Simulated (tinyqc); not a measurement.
Width of the inclusion: polytypes by hexagonality, and a cubic inclusion as a quantum well.

Gap: E3 + (Es - E3) h/hs for h up to hs, then linear from Es to E2 at h = 1. Valence top Ev2 h and polarisation P2 h, both counted from 3C; Ec = Ev + gap.

A cubic inclusion of width L = N d in the host (h = 0.5) is a well of depth V = Ec(host) - Ec(3C). Square well with mass mismatch: k tan(k L/2) = (m_w/m_b) q, k = sqrt(m_w E/c), q = sqrt(m_b (V - E)/c), c = hbar^2/2m0, lowest root. The depth of the level, V - E, is its binding, and the transition to the valence top of the host is gap(host) - (V - E). The step in polarisation gives a field |F| = |P|/(eps eps0) in a thin inclusion, eps0 = 8.8541878e-12 F/m.

Constants: hbar^2/2m0 = 3.80998211 eV angstrom^2.

Values chosen for the exercise (of the order of those of SiC; shifted at random, so the results belong to these values and not to a real crystal):
```
symbol  value           unit      meaning
E3      2.377           eV        gap of the cubic polytype
E2      3.334           eV        gap of 2H
Ev2     0.127           eV        valence top of 2H above that of 3C
P2      -0.0464         C/m^2     spontaneous polarisation of 2H
Es      3.281           eV        gap at the hexagonality hs
hs      0.5                       hexagonality up to which the first line holds
m       (0.301, 0.327)  m0        electron mass along c in the cubic layer and in the host
d       2.517           angstrom  thickness of a double layer
eps     9.8                       dielectric constant
```

Without the field: square well. With it, the potential inside is |F| (z - L/2), the host conduction edge lies at V - |F| L/2 on one side and V + |F| L/2 on the other, and the lowest level E_F is found by finite differences (step 0.25 angstrom, wide box, good to about 1 meV). Holes sit in the host on the high side, so the transition is gap(host) - V + E_F - |F| L/2. A dash: bound by less than 2 meV or not at all.

Results:
```
N,L (angstrom),depth (eV),transition (eV),"depth below the low side, with field (eV)",transition with field (eV)
1,2.52,0.108,3.173,0.077,3.137
2,5.03,0.304,2.977,0.240,2.906
3,7.55,0.469,2.812,0.373,2.706
4,10.07,0.587,2.694,0.461,2.551
6,15.10,0.730,2.551,0.548,2.329
8,20.14,0.807,2.474,0.577,2.166
12,30.20,0.880,2.401,0.586,1.887
```

What does the comparison show, and why?

The square well binds a level even at N = 1 (108 meV), as any symmetric one-dimensional well does; the depth grows to 880 of 968 meV, and the transition tends to E3 - Ev(host) = 2.313 eV. With the field the level is bound by 2 meV or more for N = 1, 2, 3, 4, 6, 8 and 12, and the transition is lowered by 36 meV at N = 1 and 514 meV at N = 12, where |F| L/2 = 404 meV. Free carriers or surface charge screen the field and the step between the two sides, and the attraction to the hole, left out here, binds the electron further.

Run: tinyqc, `OMP_NUM_THREADS=1 python tinyqc.py 1881141 1881142 out.jsonl`; Intel(R) Xeon(R) Processor @ 2.30GHz, one thread, shared host; about 0.04 s of CPU time with all checks.
